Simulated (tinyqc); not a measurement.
# Internal photoemission over an interface barrier, step by step

Computed by the program tinyqc: `OMP_NUM_THREADS=1 python tinyqc.py 2410037 2410038 out.jsonl`, one thread of a shared Intel Xeon 2.30GHz, about 0.01 s for the whole run. Printed values are rounded.

Electrons are excited from the valence band of a semiconductor over the barrier Phi(F) = P0 - sqrt(q F/(4 pi eps0 ei)), whose top lies at xm = sqrt(q/(16 pi eps0 ei F)). The yield is Y = A (hv - Phi)^p exp(-xm/l), with A = 1 here.

Parameters, values chosen for the exercise; dielectric values close to those of silicon nitride: barrier at zero field P0 = 3.07 eV; image-force permittivity ei = 3.82; scattering length in the image well l = 2.3 nm; field in the dielectric F = 1.6 MV/cm.

Constants: q = 1.602176634e-19 C, h = 6.62607015e-34 J s, c = 299792458 m/s, eps0 = 8.8541878128e-14 F/cm where lengths are in cm. Results are converted to the units shown.

## Barrier in the field

Lowering P0 - Phi, barrier, position of its top, scattering factor and threshold wavelength.

lowering = 245.586 meV
Phi = 2.82441 eV
xm = 0.767457 nm
exp(-xm/l) = 0.716285
threshold wavelength h c/(q Phi) = 438.973 nm

## Threshold from a spectrum

```
point  hv (eV)        Y
0         2.97  0.00221
1          3.1  0.01499
2         3.23  0.04779
3         3.36     0.11
4         3.49   0.2112
5         3.62   0.3607
```

The yields were made at this field. Fit Y^(1/n) on hv by least squares for n = 2 and n = 3; the zero of the line is the threshold.

```
point    Y^(1/2)   Y^(1/3)
0      0.0470106  0.130256
1       0.122434  0.246566
2       0.218609  0.362893
3       0.331662  0.479142
4       0.459565  0.595522
5       0.600583  0.711839
```

threshold for n = 2 = 2.94823 eV
threshold for n = 3 = 2.82443 eV

The right exponent, 3, gives 2.824 eV against Phi = 2.824 eV; the wrong one is off by 124 meV.
